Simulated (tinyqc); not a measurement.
Electron mobility in a silicon inversion layer, empirical terms and Matthiessen rule: two steps of the calculation.

Inversion layer of sheet density Ns on a uniformly doped body. The mobility terms are empirical power laws with prefactors chosen for the exercise; adding their inverses (Matthiessen) is itself an approximation.

Values chosen for this exercise; material values close to those of silicon:
```
symbol,value,unit,meaning
T,250,K,temperature
Eg,1.12,eV,band gap
eps_r,11.7,,relative permittivity of the semiconductor
Nc,2.15e19,cm^-3,conduction-band density of states at T
Nv,2e19,cm^-3,valence-band density of states at T
Nb,2.3e18,cm^-3,body doping
Vsb,0,V,reverse body bias
eta,0.5,,weight of the inversion charge in the effective field
Cox,1.15,uF/cm^2,gate capacitance
Ns,3.5e12,cm^-2,inversion density
WL,5,,ratio W/L
Vd,0.05,V,drain voltage
```

Constants: q = 1.602176634e-19 C, kB = 1.380649e-23 J/K, Vt = kB T/q, eps0 = 8.8541878128e-14 F/cm where lengths are in cm. Results are converted to the units shown.

Question 1. Depletion charge and effective field. ni = sqrt(Nc Nv) exp(-Eg/(2 Vt)), Eg in volts; Ndep = sqrt(2 eps0 eps_r Nb (2 Vt ln(Nb/ni) + Vsb)/q); E = q (Ndep + eta Ns)/(eps0 eps_r), in MV/cm.

Wanted: ni; Ndep; E.

Answer 1.

ni = 1.0657e8 cm^-3
Ndep = 5.5221e12 cm^-2
E = 1.1247 MV/cm

The depletion charge gives 75.9 % of the field.

Question 2. Split C-V extraction. Q(Vg) is the trapezoid sum of Cgc from the first point (where Q is taken as 0); mu_eff = I/((W/L) Q Vd); mu_FE = (dI/dVg)/((W/L) Cox Vd) with a backward difference. Listed from point 4 on.

```
point  Vg (V)  Cgc (uF/cm^2)         I (uA)
0         0.1   2.8669825e-5  1.3105009e-10
1        0.15   1.7825200e-4   5.0665016e-9
2         0.2   0.0011075138   1.9573195e-7
3        0.25   0.0068523248   7.5274475e-6
4         0.3    0.041324344   2.8158708e-4
5        0.35     0.21638823   0.0090171924
6         0.4     0.67892591     0.15700383
7        0.45      1.0345599     0.94087168
8         0.5      1.1297274      2.5780121
9        0.55      1.1466909      4.8145607
10        0.6      1.1494665      7.4126048
11       0.65      1.1499142      10.217937
12        0.7      1.1499862      13.127248
```

Wanted: Q; mu_eff; mu_FE.

Answer 2.

```
point  Q (uC/cm^2)  mu_eff (cm^2/(V s))  mu_FE (cm^2/(V s))
4        0.0014407              0.78179            0.019065
5        0.0078835               4.5752             0.60769
6         0.030266               20.750              10.295
7         0.073104               51.482              54.530
8          0.12721               81.063              113.89
9          0.18412               104.60              155.59
10         0.24153               122.76              180.73
11         0.29901               136.69              195.15
12         0.35651               147.29              202.39
```

At the last point mu_FE is 37 % above mu_eff.

Program tinyqc, `OMP_NUM_THREADS=1 python tinyqc.py 2510121 2510122 out.jsonl`; Intel Xeon 2.30GHz, shared host, one thread, about 0.01 s.
